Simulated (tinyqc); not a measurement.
Gas flow in a process chamber: flow regimes, conductance, effective pumping speed, pump-down, outgassing and purge: one step, computed by the program tinyqc.

Ideal gas, isothermal flow, a pump of constant speed at the end of a round pipe; process gas, volume gas and outgassing are given the same properties. 1 sccm = 101325 Pa x 1e-6 m^3/60 s x T/273.15 K.

Question. Molecular flow. Mean speed c = sqrt(8 k_B T/(pi m)); aperture conductance C_a = c pi d^2/16; molecular pipe C_m = C_a/(1 + 3 l/(4 d)) (Dushman form); viscous pipe C_v = pi d^4 p_mean/(128 eta l); Knudsen interpolation C = C_v + C_m (1 + x)/(1 + 1.24 x), x = d p_mean sqrt(m/(k_B T))/eta. Effective speed 1/S_eff = 1/S + 1/C_m; time constant V/S_eff; pressure at which the free path k_B T/(sqrt2 pi d_m^2 p) equals d.

Inputs (values chosen for the exercise, modelled on oxygen near room temperature):

| quantity | value | unit |
|---|---|---|
| molar mass M | 32 | g/mol |
| molecular diameter | 0.36 | nm |
| temperature T | 350 | K |
| chamber volume V | 6.7 | L |
| pipe diameter d | 25 | cm |
| pipe length l | 25 | cm |
| pump speed S | 3300 | L/s |

Constants: k_B = 1.380649e-23 J/K; u = 1.6605390666e-27 kg.

Give: mean speed c; C_a; C_m; S_eff in molecular flow; time constant; pressure where the free path equals d.

Answer.

mean speed c = 481.2 m/s

C_a = 5905 L/s

C_m = 3375 L/s

S_eff in molecular flow = 1668 L/s

time constant = 0.004016 s

pressure where the free path equals d = 0.03357 Pa

The pipe passes on 51 % of the pump speed.
